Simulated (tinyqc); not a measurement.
From results back to parameters: band folding and unfolding in a supercell of a chain.

Problem. A chain with hopping -t and site energies alternating +V, -V has E = -/+ sqrt(V^2 + 4 t^2 cos^2(ka)); the lower state has weight (1 + 2t cos(ka)/|E|)/2 on k and the rest on k + pi/a. The gap at ka = pi/2 and the full spread at k = 0 come from hidden t and V.

values (eV): gap 1.10000, spread at k = 0 4.61307
Find: V, t; weight of the lowest state on k = 0.

Solution. The gap is 2V and the spread 2 sqrt(V^2 + 4t^2).

V, t (eV): 0.550  1.120

weight of the lowest state on k = 0 = 0.9856

Run: tinyqc, `OMP_NUM_THREADS=1 python tinyqc.py 1452751 1452752 out.jsonl`; Intel(R) Xeon(R) Processor @ 2.30GHz, one thread, shared host; about 0.01 s of CPU time with all checks.
